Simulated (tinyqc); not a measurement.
Comparisons within one model: three-level Kane dispersion of a narrow-gap semiconductor. A value that a table varies takes the place of the one given here.

Zero of energy at Gamma8, c = hbar^2/2m0, P^2 = Ep c. The free-electron term and remote bands are left out, so the heavy holes are flat at E = 0 and the other three bands obey E (E - Eg)(E + Dso) = P^2 k^2 (E + 2 Dso/3). The conduction band is the highest root; its edge is Ec = max(Eg, 0).

Degenerate electrons at T = 0: kF = (3 pi^2 n)^(1/3), 1 cm^-3 = 1e-24 angstrom^-3; EF is the highest root at kF. The momentum (cyclotron, optical) mass is m(E) = hbar^2 k/(dE/dk) = c d(k^2)/dE with d(k^2)/dE = k^2 [1/E + 1/(E - Eg) + 1/(E + Dso) - 1/(E + 2 Dso/3)]; the density of states is k d(k^2)/dE/(2 pi^2).

Edge mass m0* = Eg (Eg + Dso)/(Ep (Eg + 2 Dso/3)).
Constants: hbar^2/2m0 = 3.80998211 eV angstrom^2.

Inputs chosen for the exercise (near those of GaSb; not measured data):
- Eg = 0.777 eV (E(Gamma6) - E(Gamma8))
- Dso = 0.75 eV (spin-orbit splitting)
- Ep = 28.2 eV (Kane energy)
- k = 0.024 1/angstrom (wave vector)
- n = 2.6e+18 cm^-3 (electron density)

## Filling the band

n from 1e15 to 1e19 cm^-3. The last column is the local power d ln(EF - Ec)/d ln n = kF^2/(1.5 (EF - Ec) d(k^2)/dE).

Results:

| n (cm^-3) | kF (1/angstrom) | EF - Ec (meV) | parabolic (meV) | m(EF) | m(EF)/m0* | power |
|---|---|---|---|---|---|---|
| 1.0e+15 | 0.00309 | 1.1 | 1.1 | 0.0330 | 1.00 | 0.666 |
| 1.0e+16 | 0.00667 | 5.1 | 5.1 | 0.0333 | 1.01 | 0.663 |
| 3.0e+16 | 0.00961 | 10.6 | 10.7 | 0.0338 | 1.02 | 0.659 |
| 1.0e+17 | 0.01436 | 23.2 | 23.8 | 0.0347 | 1.05 | 0.650 |
| 3.0e+17 | 0.02071 | 47.0 | 49.6 | 0.0365 | 1.11 | 0.634 |
| 1.0e+18 | 0.03094 | 99.3 | 110.7 | 0.0405 | 1.23 | 0.605 |
| 3.0e+18 | 0.04462 | 189.1 | 230.2 | 0.0472 | 1.43 | 0.566 |
| 1.0e+19 | 0.06665 | 363.2 | 513.7 | 0.0601 | 1.82 | 0.517 |

The power falls from 0.666 to 0.517: 2/3 marks a parabola, 1/3 a linear band. The parabola is within 10 % up to n = 3.0e+17 cm^-3. The mass ends at 1.82 times its edge value. Side valleys are left out; where they lie low (GaSb, grey Sn: about 0.1 eV) they take the electrons long before the last rows.

## Closing and inverting the gap

Eg is varied at fixed k, Dso and Ep. Edge mass: Eg (Eg + Dso)/(Ep (Eg + 2 Dso/3)) for Eg > 0, 3 |Eg|/(2 Ep) for Eg < 0. The Gamma6 weight of the conduction state is 1/(1 + P^2 k^2 [(2/3)/E^2 + (1/3)/(E + Dso)^2]).

Results:

| Eg (eV) | m0* | highest root (eV) | middle (eV) | lowest (eV) | E - Ec (meV) | Gamma6 weight |
|---|---|---|---|---|---|---|
| -0.400 | 0.02128 | 0.0889 | -0.4310 | -0.8078 | 88.9 | 0.160 |
| -0.200 | 0.01064 | 0.1332 | -0.2947 | -0.7885 | 133.2 | 0.298 |
| -0.080 | 0.00426 | 0.1763 | -0.2245 | -0.7818 | 176.3 | 0.425 |
| -0.020 | 0.00106 | 0.2039 | -0.1947 | -0.7792 | 203.9 | 0.496 |
| 0.020 | 0.00105 | 0.2247 | -0.1770 | -0.7777 | 204.7 | 0.544 |
| 0.080 | 0.00406 | 0.2595 | -0.1537 | -0.7757 | 179.5 | 0.612 |
| 0.200 | 0.00963 | 0.3402 | -0.1178 | -0.7724 | 140.2 | 0.728 |
| 0.400 | 0.01812 | 0.4992 | -0.0807 | -0.7685 | 99.2 | 0.848 |

The edge mass vanishes with |Eg| from both sides, yet the kinetic energy at this k stays finite, at most 204.7 meV in the table; at Eg = 0 the two-level form, without the split-off band, gives the linear value sqrt(2/3) P k = 203.1 meV. The Gamma6 weight of the conduction state goes smoothly from 0.16 to 0.85 and is 0.50 and 0.54 in the two rows next to Eg = 0: at finite k nothing jumps at the inversion.

## What each parameter does

Edge mass, EF - Ec and m(EF). Each row changes one parameter from the base and keeps the others.

Results:

| case | m0* (m0) | EF - Ec (meV) | m(EF) (m0) |
|---|---|---|---|
| base | 0.03295 | 174.34 | 0.04610 |
| n = 5.2e+18 cm^-3 | 0.03295 | 256.73 | 0.05222 |
| Eg = 0.8935 eV | 0.03737 | 159.10 | 0.04927 |
| Dso = 0.6375 eV | 0.03242 | 176.65 | 0.04559 |
| Ep = 23.97 eV | 0.03876 | 151.49 | 0.05222 |

The largest shifts from the base row, up to three for each result and ties (the steps differ in size, so this ranks the rows, not the parameters). m0* (m0): Ep +0.00581, Eg +0.00442, Dso -0.00052; unchanged at the printed digits by n. EF - Ec (meV): n +82.38, Ep -22.86, Eg -15.25. m(EF) (m0): Ep +0.00613, n +0.00612, Eg +0.00317.

Run: tinyqc, `OMP_NUM_THREADS=1 python tinyqc.py 1050814 1050815 out.jsonl`; Intel(R) Xeon(R) Processor @ 2.30GHz, one thread, shared host; about 0.01 s of CPU time with all checks.
